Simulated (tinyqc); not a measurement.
Inside a calculation. Model: vacuum evaporation: vapour pressure, source flux, thickness distribution, purity and step coverage. Computed by tinyqc, a small Python program that keeps every step. Command: `OMP_NUM_THREADS=1 python tinyqc.py 3111597 3111598 out.jsonl evap walk`. One thread of a shared host (Intel(R) Xeon(R) Processor @ 2.30GHz), about 0.01 s of CPU time with the checks. Intermediate numbers are printed to about 7 digits and carried at full precision; extremes and crossings named in words are read from the listed rows.

Molecular flow, unit sticking of the metal, no re-evaporation. The background gas is taken as water vapour (18.015 g/mol, collision diameter 0.37 nm) at 300 K.

Inputs (values chosen for the exercise, modelled on titanium, with constants for the liquid):
```
quantity                         value    unit
molar mass M                     47.87   g/mol
film density rho                  4.51  g/cm^3
vapour-pressure constant A       11.39       -
vapour-pressure constant B       22800       K
source temperature T              1930       K
source area                       0.34    cm^2
directionality n                     1       -
source-to-wafer distance h          15      cm
wafer radius R                     2.5      cm
source offset from the axis s/h   0.56       -
background pressure p            1e-07      Pa
sticking of background gas         0.6       -
aspect ratio of a trench           1.7       -
```

Constants: u = 1.6605390666e-27 kg; k_B = 1.380649e-23 J/K; R = 8.314462618 J/(mol K).

## Vapour pressure and flux

log10(p_v/Pa) = A - B/T; flux from the surface Phi = p_v/sqrt(2 pi m k_B T), m = M u. Mass loss = Phi x area x m; heat of evaporation = ln(10) R B; d ln Phi/dT = ln(10) B/T^2 - 1/(2 T).

vapour pressure p_v = 0.3771625 Pa

flux Phi = 3.269354e+17 1/(cm^2 s)

mass loss = 0.03180943 g/h

heat of evaporation = 436.5005 kJ/mol

change of flux per kelvin = 1.383499 %/K

Holding the rate to 1 % needs the temperature to about 0.72 K.

## Rate and uniformity on a fixed wafer above the source

A small source emits (n + 1) Phi area cos^n(phi)/(2 pi) per solid angle; on a parallel plane at height h and lateral distance l the arrival rate is (n + 1) Phi area/(2 pi h^2) x (1 + (l/h)^2)^(-(n + 3)/2). Growth rate = arrival rate x m/rho, m = M u. The wafer is fixed and centred above the source.

arrival rate at the centre = 1.572565e+14 1/(cm^2 s)

growth rate at the centre = 0.02771689 nm/s

edge over centre = 0.9466764

non-uniformity (max - min)/(max + min) = 2.739212 %

share of the material that lands on the wafer, 1 - (1 + (R/h)^2)^(-(n + 1)/2) = 2.702703 %

## Offset source and rotation

Rotating wafer, source offset by s and facing upwards: thickness at radius r is the mean over the angle a of (1 + (r^2 + s^2 - 2 r s cos a)/h^2)^(-(n + 3)/2), by 360 equal steps; non-uniformity (max - min)/(max + min) over 21 radii from 0 to R.

centre thickness relative to an axial source = 0.5795271

edge over centre, rotating = 0.9875598

non-uniformity, rotating = 0.6259047 %

## Choosing the offset

The curvature at the centre vanishes at s/h = sqrt(2/(n + 3)).

Against the offset:
```
s/h  centre thickness  edge over centre  non-uniformity (%)
0.0          1.000000          0.946676            2.739212
0.2          0.924556          0.954222            2.342534
0.4          0.743163          0.972090            1.415235
0.5          0.640000          0.981947            0.910894
0.6          0.540657          0.991084            0.447807
0.7          0.450430          0.998935            0.053284
0.8          0.371802          1.005270            0.262796
0.9          0.305241          1.010104            0.502643
1.1          0.204746          1.015967            0.792014
```

The best row, s/h = 0.7, has 0.053 % against 2.7 % on the axis, at the price of a rate lower by a factor 2.22; the small-wafer optimum is sqrt(2/(n + 3)) = 0.71.

## Scattering and purity

Mean free path lambda = k_B T_g/(sqrt2 pi d^2 p); unscattered share exp(-h/lambda); gas arrival p/sqrt(2 pi m_g k_B T_g); impurity ratio = sticking x gas arrival/metal arrival; monolayer time = 1e15 cm^-2/(sticking x gas arrival).

mean free path = 68098.29 m

unscattered share = 0.9999978

gas arrival rate = 3.583984e+11 1/(cm^2 s)

impurity ratio = 0.001367442

monolayer time = 4650.318 s

## A trench at the wafer edge

Fixed wafer, axial point source, trench running tangentially at r = R: the beam arrives at tan(a) = R/h. Shadowed share of the floor = aspect ratio x tan(a) (at most 1); the wall facing the source grows at tan(a) times the field rate, the other wall not at all.

angle a = 9.462322 degrees

shadowed share of the floor = 0.2833333

wall over field thickness = 0.1666667

Checks made by the program: share on the wafer by quadrature (relative difference 2e-09).
